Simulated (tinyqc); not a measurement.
MOSFET in the linear regime without short-channel effects, parameter extraction from computed curves: one step of the calculation.

Inversion charge Q = Cox n Vt W0(exp((Vg - VT)/(n Vt))), W0 the Lambert function and n = nf; u = Q/Cox; mobility mu = mu0/(1 + th1 u + th2 u^2); channel resistance Rch = (L - dL)/(W mu Q); Id = Vd/(Rch + Rsd/W). Cox = eps0 eox/tox. Small Vd, no channel-length or drain effects.

Task. The Y function. Y_i = Id_i/sqrt(gm_i). For Id = beta Vd x/(1 + th x), x = Vg - VT, Y = sqrt(beta Vd) x whatever th. Slope s from points 7 and 10; VT_Y = Vg - Y/s at point 10; beta = s^2/Vd; mobility beta L/(W Cox) with the drawn L; th* = (beta Vd x/Id - 1)/x at point 10.

Inputs (values chosen for the exercise); channel values of the order met in silicon transistors: relative permittivity of the gate insulator (close to silicon nitride) eox = 7.65; insulator thickness tox = 3.5 nm; low-field mobility mu0 = 210 cm^2/(V s); second mobility attenuation factor th2 = 0 1/V^2; gate width W = 0.5 um; drawn gate length L = 0.18 um; drawn less effective length dL = 0.011 um; drain voltage Vd = 0.01 V.

Constants: eps0 = 8.8541878128e-14 F/cm where lengths are in cm. Results are converted to the units shown.

Vg, point 0 to 11 (V): [0.01, 0.13, 0.25, 0.37, 0.49, 0.61, 0.73, 0.85, 0.97, 1.09, 1.21, 1.33]
Id, point 0 to 11 (uA): [6.2045630e-5, 0.0045019201, 0.18757746, 0.97617766, 1.9089794, 2.7659622, 3.5200281, 4.1786370, 4.7549810, 5.2617884, 5.7100027, 6.1087053]
gm, point 1 to 10 (uS): [0.78131421, 4.0486489, 7.1725079, 7.4574354, 6.7127033, 5.8861452, 5.1456367, 4.5131310, 3.9792571, 3.5288201]

Find: Y; s; VT_Y; beta; mobility from Y; th*.

Result.

Y, point 1 to 10 (uA^0.5 V^0.5): [0.005093, 0.09322, 0.3645, 0.6990, 1.068, 1.451, 1.842, 2.238, 2.638, 3.040]
s = 3.326 uA^0.5 V^-0.5
VT_Y = 0.2962 V
beta = 1107 uA/V^2
mobility from Y = 205.8 cm^2/(V s)
th* = 0.8435 1/V

The mobility from Y is 8.0 % below mu0 L/(L - dL) = 224 cm^2/(V s), which it should reach in deep inversion when th2 = 0.

Program tinyqc, `OMP_NUM_THREADS=1 python tinyqc.py 2210169 2210170 out.jsonl`; Intel Xeon 2.30GHz, shared host, one thread, about 0.01 s.
